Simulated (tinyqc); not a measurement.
Cyclotron resonance of ellipsoidal valleys, Ge type: one step. Cyclotron masses and resonance fields. Three cases, with inputs chosen for the exercise.

Problem. For each axis, mc and B = h nu mc/(2 muB).

Valleys along [111], [-111], [1-11], [11-1], mass ml along the axis and mt across it. B lies in the (1-10) plane, b = (sin(theta)/sqrt2, sin(theta)/sqrt2, cos(theta)). For the angle phi between B and the axis, 1/mc^2 = cos^2(phi)/mt^2 + sin^2(phi)/(mt ml). Resonance: h nu = 2 muB B/mc, h = 2 pi hbar.

Constants: hbar = 6.58211957e-16 eV s; muB = 5.788381798e-05 eV/T.

Case 1.

Values chosen (out of a larger set: near those of Ge; not measured data):
- ml = 1.546 m0 (longitudinal mass)
- mt = 0.084 m0 (transverse mass)
- nu = 9.4 GHz (microwave frequency)

cos^2(phi): [111] 0.885972, [-111] 0.223670, [1-11] 0.223670, [11-1] 0.000021

Case 2.

Values chosen (out of a larger set: near those of Ge; not measured data):
- ml = 1.594 m0 (longitudinal mass)
- mt = 0.082 m0 (transverse mass)
- nu = 140 GHz (microwave frequency)

cos^2(phi): [111] 0.761035, [-111] 0.003642, [1-11] 0.003642, [11-1] 0.565014

Case 3.

Values chosen (out of a larger set: near those of Ge; not measured data):
- ml = 1.565 m0 (longitudinal mass)
- mt = 0.082 m0 (transverse mass)
- nu = 9.4 GHz (microwave frequency)

cos^2(phi): [111] 0.984011, [-111] 0.073468, [1-11] 0.073468, [11-1] 0.202387

Give: Resonances.

Solution.

Case 1.

Resonances:
```
axis    mc (m0)   B (T)
[111]    0.0889  0.0299
[-111]   0.1629  0.0547
[1-11]   0.1629  0.0547
[11-1]   0.3603  0.1210
```

3 distinct masses appear; the limits are mt = 0.084 (B along the axis) and sqrt(ml mt) = 0.3604 (B across it).

Case 2.

Resonances:
```
axis    mc (m0)   B (T)
[111]    0.0932  0.4664
[-111]   0.3500  1.7503
[1-11]   0.3500  1.7503
[11-1]   0.1070  0.5351
```

3 distinct masses appear; the limits are mt = 0.082 (B along the axis) and sqrt(ml mt) = 0.3615 (B across it).

Case 3.

Resonances:
```
axis    mc (m0)   B (T)
[111]    0.0826  0.0277
[-111]   0.2348  0.0788
[1-11]   0.2348  0.0788
[11-1]   0.1659  0.0557
```

3 distinct masses appear; the limits are mt = 0.082 (B along the axis) and sqrt(ml mt) = 0.3582 (B across it).

Computed by tinyqc, one run a case: `OMP_NUM_THREADS=1 python tinyqc.py N N+1 out.jsonl` with N = 1251801, 1252089, 1252739; one thread of a shared Intel(R) Xeon(R) Processor @ 2.30GHz, about 0.01 s a run at most.
